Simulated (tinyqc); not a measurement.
X-ray reflectivity of a thin film on silicon: critical angles, Parratt recursion, fringes and roughness: one step, computed by the program tinyqc. Command: `OMP_NUM_THREADS=1 python tinyqc.py 3121014 3121015 out.jsonl xrr walk`. One thread of a shared host (Intel(R) Xeon(R) Processor @ 2.30GHz), about 0.01 s of CPU time with the checks.

n = 1 - delta + i beta; the classical electron radius is r_e = 2.8179403e-6 nm. Layer 0 is vacuum, 1 the film, 2 the substrate.

Question. Reflectivity at one angle. k_j = (2 pi/lambda) sqrt(sin^2 theta - 2 delta_j + 2 i beta_j); r_ij = (k_i - k_j)/(k_i + k_j) x exp(-2 k_i k_j sigma^2) (Nevot-Croce); r = (r_01 + r_12 p)/(1 + r_01 r_12 p), p = exp(2 i k_1 d); R = |r|^2.

Inputs (values chosen for the exercise, modelled on SiO2 on silicon, copper K-alpha radiation):

| quantity | value | unit |
|---|---|---|
| wavelength lambda | 0.15406 | nm |
| film thickness d | 32.2 | nm |
| roughness of the surface sigma_1 | 0.79 | nm |
| roughness of the interface sigma_2 | 0.31 | nm |
| grazing angle theta | 1.38 | degrees |

Constants:

| layer | rho_e (1/nm^3) | delta | beta | critical angle (degrees) | q_c (1/nm) |
|---|---|---|---|---|---|
| film | 646.4889 | 6.881653e-06 | 8.946148e-08 | 0.2125612 | 0.3026087 |
| substrate | 711.4015 | 7.572626e-06 | 1.741704e-07 | 0.2229774 | 0.3174375 |

Give: k_0, k_1, k_2; 1000 r_01; 1000 r_12; p; reflectivity R; q = 4 pi sin(theta)/lambda.

Answer.

k_0, k_1, k_2 (1/nm): 0.98221  0.97049+0.00015i  0.96930+0.00030i

1000 r_01 = 1.8268-0.0244i

1000 r_12 = 0.50981-0.06278i

p = 0.93593-0.32323i

reflectivity R = 5.2768e-06

q = 4 pi sin(theta)/lambda = 1.9644 1/nm
